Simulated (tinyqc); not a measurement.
From results back to parameters: valley splitting in a one-orbital chain of atomic planes (second-neighbour model). Five cases, with inputs chosen for the exercise.

Problem. For E(phi) = e0 + 2 v cos(phi) + 2 u cos(2 phi) with u, v > 0 and planes a/4 apart, the heights of the band at phi = 0 and phi = pi above its minimum were computed from hidden u and v; c = hbar^2/2m0.

Constants: hbar^2/2m0 = 3.80998211 eV angstrom^2.

Find: u, v; phi0; mass at the minimum.

Method. E - Emin = 4u (cos(phi) + v/(4u))^2. The difference of the two heights is 4v, and for v < 4u the sum of their square roots is 4 sqrt(u). The mass is (2c)/((a/4)^2 (8u - v^2/(2u))).

Case 1.

Values chosen (out of a larger set: near those of the Delta valleys of silicon; abrupt walls in this chain split the valleys several times more than measured wells; not measured data): a = 5.428 angstrom (lattice constant; planes lie a/4 apart).

E(0) - Emin = 4.440824 eV
E(pi) - Emin = 1.304824 eV

Solution.

u, v (eV): 0.660  0.784

phi0 = 1.8723 rad
mass at the minimum = 0.860 m0

Case 2.

Values chosen (out of a larger set: near those of the Delta valleys of silicon; abrupt walls in this chain split the valleys several times more than measured wells; not measured data): a = 5.438 angstrom (lattice constant; planes lie a/4 apart).

E(0) - Emin = 3.790287 eV
E(pi) - Emin = 1.174287 eV

Solution.

u, v (eV): 0.574  0.654

phi0 = 1.8596 rad
mass at the minimum = 0.977 m0

Case 3.

Values chosen (out of a larger set: near those of the Delta valleys of silicon; abrupt walls in this chain split the valleys several times more than measured wells; not measured data): a = 5.424 angstrom (lattice constant; planes lie a/4 apart).

E(0) - Emin = 3.851468 eV
E(pi) - Emin = 1.331468 eV

Solution.

u, v (eV): 0.607  0.630

phi0 = 1.8333 rad
mass at the minimum = 0.915 m0

Case 4.

Values chosen (out of a larger set: near those of the Delta valleys of silicon; abrupt walls in this chain split the valleys several times more than measured wells; not measured data): a = 5.425 angstrom (lattice constant; planes lie a/4 apart).

E(0) - Emin = 4.272940 eV
E(pi) - Emin = 1.204940 eV

Solution.

u, v (eV): 0.626  0.767

phi0 = 1.8821 rad
mass at the minimum = 0.913 m0

Case 5.

Values chosen (out of a larger set: near those of the Delta valleys of silicon; abrupt walls in this chain split the valleys several times more than measured wells; not measured data): a = 5.436 angstrom (lattice constant; planes lie a/4 apart).

E(0) - Emin = 3.918839 eV
E(pi) - Emin = 1.446839 eV

Solution.

u, v (eV): 0.633  0.618

phi0 = 1.8174 rad
mass at the minimum = 0.866 m0

Computed by tinyqc, one run a case: `OMP_NUM_THREADS=1 python tinyqc.py N N+1 out.jsonl` with N = 1451808, 1451826, 1451859, 1451874, 1451896; one thread of a shared Intel(R) Xeon(R) Processor @ 2.30GHz, about 0.02 s a run at most.
